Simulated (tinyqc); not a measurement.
RKS/BP86 in the 6-31g basis, for He, spin multiplicity 1, step by step. Computed by tinyqc, a small Python program that keeps every step (integrals from PySCF). Settings: charge = 0, multiplicity = 1, basis = 6-31g, energy threshold = 1e-10, iteration cap = 62, orthogonalisation = symmetric, start = random, DIIS depth = 4, damping = 0.7, method = RKS, functional = b88,p86, grid = [30, 86]. Command: `OMP_NUM_THREADS=1 python tinyqc.py 24953 24954 out.jsonl` (the two numbers bound the seeds that draw the settings). One thread of a shared host (Intel(R) Xeon(R) Processor @ 2.60GHz), about 0.3 s of CPU time with the checks. Later iterations appear only in the table of the cycle.

## One-electron integrals

Geometry (angstrom):
```
atom,x,y,z
He,0.000000,0.000000,0.000000
```

Basis 6-31g: exponents (1/bohr^2) and contraction coefficients of normalised primitives:
```
element,l (shell),exponent,coefficient
He,s (1),38.421634,0.040140
He,s (1),5.778030,0.261246
He,s (1),1.241774,0.793185
He,s (2),0.297964,1.000000
```

Overlap, kinetic and nuclear-attraction integrals over the contracted functions; the nuclear repulsion is the sum of Za Zb / Rab.

nuclear repulsion = 0 hartree

overlap S:
```
,1He 1s,1He 2s
1He 1s,1.000000,0.634148
1He 2s,0.634148,1.000000
```

kinetic energy T (hartree):
```
,1He 1s,1He 2s
1He 1s,2.925655,0.467227
1He 2s,0.467227,0.446946
```

nuclear attraction V (hartree):
```
,1He 1s,1He 2s
1He 1s,-4.805281,-2.013636
1He 2s,-2.013636,-1.742136
```

core Hamiltonian H = T + V (hartree):
```
,1He 1s,1He 2s
1He 1s,-1.879626,-1.546409
1He 2s,-1.546409,-1.295190
```

## Two-electron integrals

Functions are numbered as in S; the eight-fold symmetry (ij|kl) = (ji|kl) = (kl|ij) leaves the list below.

Two-electron integrals (ij|kl) in chemists' order, unique and non-zero (hartree):
```
i,j,k,l,(ij|kl)
1,1,1,1,1.543936
2,1,1,1,0.785447
2,1,2,1,0.427025
2,2,1,1,0.803952
2,2,2,1,0.476190
2,2,2,2,0.615938
```

## Orthogonalisation

S = U s U^T; symmetric (Loewdin) form X = U s^(-1/2) U^T, so that X^T S X = 1.

eigenvalues of S: 0.365852  1.634148

X:
```
,1He 1s,1He 2s
1He 1s,1.217774,-0.435508
1He 2s,-0.435508,1.217774
```

## Starting guess

The start is random orthonormal orbitals; D = 2 C_occ C_occ^T.

D at the start:
```
,1He 1s,1He 2s
1He 1s,2.658502,-0.641100
1He 2s,-0.641100,0.154602
```

## Iteration 1: exchange-correlation on the grid

Becke grid with 30 radial and 86 angular points per atom, points of zero weight dropped. rho = sum D_ij phi_i phi_j; V_xc,ij = sum w v_xc phi_i phi_j plus the gradient terms; v_xc is d(rho eps)/d rho at fixed gradient.

The 16 grid points with the largest w rho, of 2580 (bohr, atomic units):
```
x,y,z,w,rho,|grad rho|^2,eps_xc,v_xc
-0.295995,-0.295995,-0.295995,0.004968,0.856776,20.291344,-0.832283,-0.938478
0.295995,-0.295995,0.295995,0.004968,0.856776,20.291344,-0.832283,-0.938478
-0.295995,-0.295995,0.295995,0.004968,0.856776,20.291344,-0.832283,-0.938478
0.295995,0.295995,0.295995,0.004968,0.856776,20.291344,-0.832283,-0.938478
-0.295995,0.295995,0.295995,0.004968,0.856776,20.291344,-0.832283,-0.938478
-0.295995,0.295995,-0.295995,0.004968,0.856776,20.291344,-0.832283,-0.938478
0.295995,0.295995,-0.295995,0.004968,0.856776,20.291344,-0.832283,-0.938478
0.295995,-0.295995,-0.295995,0.004968,0.856776,20.291344,-0.832283,-0.938478
0.355981,-0.355981,0.096929,0.004940,0.856776,20.291344,-0.832283,-0.938478
-0.355981,-0.355981,0.096929,0.004940,0.856776,20.291344,-0.832283,-0.938478
-0.355981,0.355981,-0.096929,0.004940,0.856776,20.291344,-0.832283,-0.938478
0.355981,0.355981,-0.096929,0.004940,0.856776,20.291344,-0.832283,-0.938478
0.096929,0.355981,0.355981,0.004940,0.856776,20.291344,-0.832283,-0.938478
-0.355981,-0.096929,0.355981,0.004940,0.856776,20.291344,-0.832283,-0.938478
0.355981,0.096929,-0.355981,0.004940,0.856776,20.291344,-0.832283,-0.938478
-0.355981,0.096929,-0.355981,0.004940,0.856776,20.291344,-0.832283,-0.938478
```

electrons on the grid, sum of w rho = 2.000000

E_xc = sum of w rho eps_xc = -1.71749441 hartree

V_xc (hartree):
```
,1He 1s,1He 2s
1He 1s,-1.016137,-0.434764
1He 2s,-0.434764,-0.305280
```

## Iteration 1: building the Kohn-Sham matrix

J_ij = sum D_kl (ij|kl); F = H + J + V_xc; E = tr D H + tr D J / 2 + E_xc + E_nn.

Coulomb J (hartree):
```
,1He 1s,1He 2s
1He 1s,3.221749,1.614201
1He 2s,1.614201,1.621963
```

Kohn-Sham matrix F (hartree):
```
,1He 1s,1He 2s
1He 1s,0.325986,-0.366972
1He 2s,-0.366972,0.021493
```

total energy of this density = -1.55888974 hartree

This density is the starting one.

## Iteration 1: diagonalisation and new density

Diagonalise F' = X^T F X, C = X C', fill 1 alpha and 1 beta electrons from the bottom; D = 2 C_occ C_occ^T; the new density keeps 0.7 of the old one (damping). Each column has its largest component positive (the first on a tie).

F' = X^T F X (hartree):
```
,1,2
1,0.876753,-0.798099
2,-0.798099,0.482951
```

orbital energies (hartree): MO1 -0.142177, MO2 1.501881

coefficients C:
```
,MO1,MO2
1He 1s,0.408063,1.227243
1He 2s,0.690147,-1.093773
```

D after iteration 1:
```
,1He 1s,1He 2s
1He 1s,1.960861,-0.279796
1He 2s,-0.279796,0.394003
```

## Iteration 2: exchange-correlation on the grid

As before.

The 16 grid points with the largest w rho, of 2580 (bohr, atomic units):
```
x,y,z,w,rho,|grad rho|^2,eps_xc,v_xc
-0.295995,-0.295995,-0.295995,0.004968,0.716557,12.317014,-0.784301,-0.889917
-0.295995,0.295995,0.295995,0.004968,0.716557,12.317014,-0.784301,-0.889917
0.295995,0.295995,0.295995,0.004968,0.716557,12.317014,-0.784301,-0.889917
0.295995,0.295995,-0.295995,0.004968,0.716557,12.317014,-0.784301,-0.889917
0.295995,-0.295995,-0.295995,0.004968,0.716557,12.317014,-0.784301,-0.889917
0.295995,-0.295995,0.295995,0.004968,0.716557,12.317014,-0.784301,-0.889917
-0.295995,-0.295995,0.295995,0.004968,0.716557,12.317014,-0.784301,-0.889917
-0.295995,0.295995,-0.295995,0.004968,0.716557,12.317014,-0.784301,-0.889917
0.355981,-0.355981,0.096929,0.004940,0.716557,12.317014,-0.784301,-0.889917
-0.355981,-0.355981,0.096929,0.004940,0.716557,12.317014,-0.784301,-0.889917
-0.355981,0.355981,-0.096929,0.004940,0.716557,12.317014,-0.784301,-0.889917
0.355981,0.355981,-0.096929,0.004940,0.716557,12.317014,-0.784301,-0.889917
-0.355981,0.355981,0.096929,0.004940,0.716557,12.317014,-0.784301,-0.889917
-0.096929,-0.355981,0.355981,0.004940,0.716557,12.317014,-0.784301,-0.889917
0.096929,0.355981,-0.355981,0.004940,0.716557,12.317014,-0.784301,-0.889917
-0.096929,-0.355981,-0.355981,0.004940,0.716557,12.317014,-0.784301,-0.889917
```

electrons on the grid, sum of w rho = 2.000000

E_xc = sum of w rho eps_xc = -1.41797540 hartree

V_xc (hartree):
```
,1He 1s,1He 2s
1He 1s,-0.975260,-0.440463
1He 2s,-0.440463,-0.359404
```

## Iteration 2: building the Kohn-Sham matrix

As before.

Coulomb J (hartree):
```
,1He 1s,1He 2s
1He 1s,2.904673,1.488813
1He 2s,1.488813,1.552647
```

Kohn-Sham matrix F (hartree):
```
,1He 1s,1He 2s
1He 1s,0.049787,-0.498059
1He 2s,-0.498059,-0.101946
```

total energy of this density = -2.01147182 hartree

This density is a damped mixture and is not idempotent.

## Iteration 2: DIIS over 2 matrices

error matrix X^T (FDS - SDF) X:
```
,1,2
1,0.000000,1.067385
2,-1.067385,0.000000
```

B (overlaps of the stored error matrices):
```
,1,2
1,5.4051126e+00,3.5094436e+00
2,3.5094436e+00,2.2786195e+00
```

Minimise |sum c_i e_i|^2 with sum c_i = 1: solve [B -1; -1 0][c; lambda] = [0; -1] with B_ij = tr e_i^T e_j, and take F = sum c_i F_i.

DIIS coefficients: -1.851296  2.851296

extrapolated F (hartree):
```
,1He 1s,1He 2s
1He 1s,-0.461540,-0.740741
1He 2s,-0.740741,-0.330468
```

## Iteration 2: diagonalisation and new density

As before.

F' = X^T F X (hartree):
```
,1,2
1,0.038574,-0.818951
2,-0.818951,0.208090
```

orbital energies (hartree): MO1 -0.699994, MO2 0.946658

coefficients C:
```
,MO1,MO2
1He 1s,0.612665,-1.138984
1He 2s,0.492156,1.196004
```

D after iteration 2:
```
,1He 1s,1He 2s
1He 1s,1.597818,-0.014941
1He 2s,-0.014941,0.421132
```

## Convergence

Stop when the energy changes by less than 1e-10 hartree and every element of the error matrix X^T (F D S - S D F) X is below 3e-06.

Course of the cycle:
```
iteration,E (hartree),change,largest element of the error matrix
1,-1.55888974,-,1.64e+00
2,-2.01147182,-4.53e-01,1.07e+00
3,-2.29036904,-2.79e-01,8.06e-01
4,-2.47896717,-1.89e-01,6.03e-01
5,-2.60782260,-1.29e-01,4.49e-01
6,-2.69674498,-8.89e-02,3.28e-01
7,-2.75818539,-6.14e-02,2.37e-01
8,-2.80071327,-4.25e-02,1.69e-01
9,-2.83021762,-2.95e-02,1.20e-01
10,-2.85073131,-2.05e-02,8.51e-02
11,-2.86501935,-1.43e-02,6.00e-02
12,-2.87498476,-9.97e-03,4.22e-02
13,-2.88194239,-6.96e-03,2.97e-02
14,-2.88680370,-4.86e-03,2.08e-02
...,...,...,...
49,-2.89811725,-1.83e-08,7.94e-08
50,-2.89811726,-1.28e-08,5.56e-08
51,-2.89811727,-8.98e-09,3.89e-08
52,-2.89811728,-6.29e-09,2.72e-08
53,-2.89811728,-4.40e-09,1.91e-08
54,-2.89811729,-3.08e-09,1.33e-08
55,-2.89811729,-2.16e-09,9.34e-09
56,-2.89811729,-1.51e-09,6.54e-09
57,-2.89811729,-1.06e-09,4.58e-09
58,-2.89811729,-7.40e-10,3.20e-09
59,-2.89811729,-5.18e-10,2.24e-09
60,-2.89811729,-3.63e-10,1.57e-09
61,-2.89811729,-2.54e-10,1.10e-09
62,-2.89811729,-1.78e-10,7.69e-10
```

PySCF RKS in the same basis, fine grid = -2.89811734 hartree

Not converged within the cap of 62 iterations: the residual falls steadily but slowly, by a factor of about 0.70 a step. Reruns (cap 100 unless said): DIIS 8: converged in 12; damping 0.5: converged in 35; level shift 0.5: converged in 6; atomic densities as start, DIIS 8: converged in 4; the original settings with a cap of 400: converged in 64.
